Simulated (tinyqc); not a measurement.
Thin-film transistor with exponential tail and deep states, accumulation layer: one step of the calculation.

An undoped film in accumulation, thicker than the space-charge layer. With band bending psi the Fermi level lies E0 - psi below the band edge. Free electrons n = n0 exp(psi/Vt) carry the current; electrons in two exponential distributions of traps, a = a0 exp(psi/Va) and d = d0 exp(psi/Vp), do not. Linear regime, ohmic contacts, traps in equilibrium.

Problem. Bulk densities. Va = kB Tt/q, Vp = kB Td/q; n0 = Nc exp(-E0/Vt), a0 = Nt th(T/Tt) exp(-E0/Va), d0 = Nd th(T/Td) exp(-E0/Vp), th(x) = pi x/sin(pi x).

Values chosen for this exercise; values close to those of an organic semiconductor:
- T = 250 K (temperature)
- Nc = 9.4e19 cm^-3 (density of extended states)
- Nt = 1.2e20 cm^-3 (total density of tail states)
- Tt = 470 K (characteristic temperature of the tail)
- Nd = 2.6e17 cm^-3 (total density of deep states)
- Td = 1130 K (characteristic temperature of the deep states)
- E0 = 0.48 eV (bulk Fermi level below the band edge)

Constants: q = 1.602176634e-19 C, kB = 1.380649e-23 J/K, Vt = kB T/q. Results are converted to the units shown.

Wanted: Va; Vp; th(T/Tt); n0; a0; d0.

Solution.

Va = 0.04050 V
Vp = 0.09738 V
th(T/Tt) = 1.679
n0 = 1.980e10 cm^-3
a0 = 1.437e15 cm^-3
d0 = 2.040e15 cm^-3

Numbers from tinyqc (`OMP_NUM_THREADS=1 python tinyqc.py 2610020 2610021 out.jsonl`; about 0.02 s on one thread of a shared Intel Xeon 2.30GHz).
